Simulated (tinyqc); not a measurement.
# Square on-chip spiral inductor, lumped pi model: effects of single changes

Outer diameter do = di + 2 n wd + 2 (n - 1) sp, mean da = (do + di)/2, fill p = (do - di)/(do + di), length l = 4 n da. L = 2.34 mu0 n^2 da/(1 + 2.75 p), mu0 = 4 pi 1e-7 H/m. Rs = rho l/(wd delta (1 - exp(-th/delta))), delta = sqrt(rho/(pi f mu0)). Cs = n wd^2 eps0 eo/hu across the coil. At each end Cox = l wd eps0 eo/(2 ho) leads to the substrate branch Rsi = 2 rs he/(l wd) in parallel with Csi = l wd eps0 11.7/(2 he). With one end grounded Y = 1/(Rs + i w L) + i w Cs + 1/[1/(i w Cox) + 1/(1/Rsi + i w Csi)], w = 2 pi f; Q = -Im Y/Re Y. Eddy currents in neighbouring turns and in the substrate are left out.

Inputs (values chosen for the exercise); values of the order met in silicon radio-frequency processes:
- n = 2.5 (number of turns)
- wd = 20 um (line width)
- sp = 1.5 um (space between turns)
- di = 40 um (inner diameter)
- th = 4 um (metal thickness)
- rho = 1.9 uohm cm (metal resistivity)
- ho = 4.9 um (oxide below the coil)
- hu = 1 um (oxide between coil and underpass)
- eo = 3 (relative permittivity of the oxide)
- rs = 100 ohm cm (substrate resistivity)
- he = 50 um (effective spreading depth in the substrate)
- f = 8.9 GHz (frequency)

Constants: eps0 = 8.8541878128e-12 F/m. Results are converted to the units shown.

Each table varies one quantity; the others keep the values above.

## Quality factor against frequency

Apparent inductance Im(1/Y)/w; share of the loss Re(substrate branch)/Re Y.

Quality factor against frequency:

| f (GHz) | Rs (ohm) | w L/Rs | Q | apparent inductance (nH) | loss in the substrate (%) |
|---|---|---|---|---|---|
| 0.51 | 0.3919 | 5.421 | 5.415 | 0.6631 | 0.06784 |
| 0.84 | 0.4509 | 7.759 | 7.736 | 0.6634 | 0.2118 |
| 1.4 | 0.5345 | 10.91 | 10.82 | 0.6643 | 0.5641 |
| 2.2 | 0.6350 | 14.43 | 14.18 | 0.6663 | 1.222 |
| 3.7 | 0.7922 | 19.45 | 18.63 | 0.6726 | 2.785 |
| 6 | 0.9899 | 25.25 | 22.89 | 0.6890 | 5.724 |
| 9.8 | 1.255 | 32.53 | 25.90 | 0.7376 | 11.36 |
| 16 | 1.599 | 41.68 | 23.96 | 0.9082 | 21.15 |
| 26 | 2.037 | 53.16 | 9.738 | 2.302 | 35.73 |

What does the table show?

Q goes from 5.42 through a maximum of 25.9 (at f = 9.8 GHz among the rows listed) to 9.74; the exact peak is 26.1 at 11.2 GHz and Q reaches zero at the self-resonance, 30.8 GHz. The share of the substrate rises from 0.0678 to 35.7 %, and the apparent inductance ends at 3.47 times L. At the peak the substrate takes 13.5 % of the loss.

## Effect of the substrate resistivity

Same model as above.

Peak Q and its frequency from a search over f; self-resonance where Im Y = 0; Q at the given f (negative beyond resonance).

The same in every row: L (nH) = 0.6629; do (um) = 144.5.

Results:

| rs (ohm cm) | peak Q | f of the peak (GHz) | self-resonance (GHz) | Q at f |
|---|---|---|---|---|
| 0.1 | 24.85 | 8.724 | 22.35 | 24.84 |
| 1 | 20.94 | 6.007 | 23.70 | 17.83 |
| 3 | 18.66 | 4.860 | 28.32 | 13.04 |
| 10 | 17.42 | 4.833 | 30.49 | 14.68 |
| 30 | 20.90 | 8.011 | 30.72 | 20.81 |
| 100 | 26.10 | 11.16 | 30.75 | 25.54 |
| 10000 | 30.83 | 13.76 | 30.75 | 28.34 |

Estimate the missing row, rs = 1000 ohm cm.

Computed row:

| rs (ohm cm) | peak Q | f of the peak (GHz) | self-resonance (GHz) | Q at f |
|---|---|---|---|---|
| 1000 | 30.26 | 13.46 | 30.75 | 28.06 |

With this row back in the table: As rs goes from 0.1 to 10000, L stays at 0.663 nH, the peak Q goes from 24.8 through a minimum of 17.4 (at rs = 10 among the rows listed) to 30.8, its frequency goes from 8.72 through a minimum of 4.83 (at rs = 10 among the rows listed) to 13.8 GHz and the self-resonance rises from 22.3 to 30.8 GHz. In this model both a very low and a very high resistivity dissipate little: the first shorts the branch to a pure Cox, the second blocks the current. For rs = 0.1, 1 eddy currents in the substrate, left out, would lower Q markedly.

tinyqc, about 0.01 s, one thread, Intel Xeon 2.30GHz (shared host): `OMP_NUM_THREADS=1 python tinyqc.py 2302053 2302054 out.jsonl`
